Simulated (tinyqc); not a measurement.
# Inputs raised by 5 %, one at a time

Model: gas flow in a process chamber: flow regimes, conductance, effective pumping speed, pump-down, outgassing and purge. Computed by tinyqc, a small Python program. Command: `OMP_NUM_THREADS=1 python tinyqc.py 3120774 3120775 out.jsonl pump sens`. One thread of a shared host (Intel(R) Xeon(R) Processor @ 2.30GHz), about 0.01 s of CPU time with the checks.

Ideal gas, isothermal flow, a pump of constant speed at the end of a round pipe; process gas, volume gas and outgassing are given the same properties. 1 sccm = 101325 Pa x 1e-6 m^3/60 s x T/273.15 K.

Inputs (values chosen for the exercise, modelled on hydrogen near room temperature):
```
quantity,value,unit
molar mass M,2.016,g/mol
molecular diameter,0.27,nm
viscosity eta,8.9,micropascal s
temperature T,300,K
chamber volume V,8.1,L
wall area,0.8,m^2
pipe diameter d,25,cm
pipe length l,10,cm
pump speed S,290,L/s
process gas flow,22,sccm
outgassing rate after 1 h,1.3e-05,Pa m^3/(s m^2)
outgassing exponent n,1.1,-
target base pressure,0.0004,Pa
```

Constants: k_B = 1.380649e-23 J/K; u = 1.6605390666e-27 kg.

Method:
- Mean speed c = sqrt(8 k_B T/(pi m)); aperture conductance C_a = c pi d^2/16; molecular pipe C_m = C_a/(1 + 3 l/(4 d)) (Dushman form); viscous pipe C_v = pi d^4 p_mean/(128 eta l); Knudsen interpolation C = C_v + C_m (1 + x)/(1 + 1.24 x), x = d p_mean sqrt(m/(k_B T))/eta.
- Effective speed 1/S_eff = 1/S + 1/C_m; time constant V/S_eff; pressure at which the free path k_B T/(sqrt2 pi d_m^2 p) equals d.
- Steady flow: the pump inlet is at p_2 = Q/S, and the chamber pressure p_1 solves Q = C((p_1 + p_2)/2) (p_1 - p_2). Residence time = p_1 V/Q.
- Knudsen number = free path at the mean pressure over d.
- From the outgassing limit: t = 1 h x (q_1 A/(S_eff p_target))^(1/n) - 10 s; monolayer time at the target = 1e19 m^-2 x 4 k_B T/(p c) for unit sticking.

Runs:
```
input moved,from,to,chamber pressure p_1 (Pa),S_eff in molecular flow (L/s),residence time (s),time to the target (h)
base run,-,-,0.14210,285.07,0.028207,0.11061
molar mass M (g/mol),2.016,2.1168,0.14211,284.95,0.028210,0.11065
chamber volume V (L),8.1,8.505,0.14210,285.07,0.029617,0.11061
wall area (m^2),0.8,0.84,0.14210,285.07,0.028207,0.11575
pipe diameter d (cm),25,26.25,0.14190,285.57,0.028168,0.11043
pipe length l (cm),10,10.5,0.14214,285.01,0.028216,0.11063
pump speed S (L/s),290,304.5,0.13543,299.07,0.026884,0.10578
process gas flow (sccm),22,23.1,0.14916,285.07,0.028200,0.11061
```

Exponents ln(y'/y) / ln(x'/x):
```
input,chamber pressure p_1,S_eff in molecular flow,residence time,time to the target
molar mass M,0.002,-0.009,0.002,0.008
chamber volume V,0.000,0.000,1.000,0.000
wall area,0.000,0.000,0.000,0.931
pipe diameter d,-0.029,0.036,-0.029,-0.033
pipe length l,0.006,-0.004,0.006,0.004
pump speed S,-0.985,0.983,-0.985,-0.916
process gas flow,0.995,0.000,-0.005,0.000
```

Among the inputs moved here: chamber pressure p_1 answers most in size to process gas flow (exponent +0.995), and about equally to pump speed S (-0.985); its exponent is below 0.0005 for chamber volume V, wall area. Its exponent +0.995 in process gas flow: constant speed and conductance. S_eff in molecular flow answers most in size to pump speed S (exponent +0.983), next to pipe diameter d (+0.036); its exponent is below 0.0005 for chamber volume V, wall area, process gas flow. Its exponent +0.983 in pump speed S: the pump limits. Residence time answers most in size to chamber volume V (exponent +1.000), and about equally to pump speed S (-0.985); its exponent is below 0.0005 for wall area. Time to the target answers most in size to wall area (exponent +0.931), and about equally to pump speed S (-0.916); its exponent is below 0.0005 for chamber volume V, process gas flow.
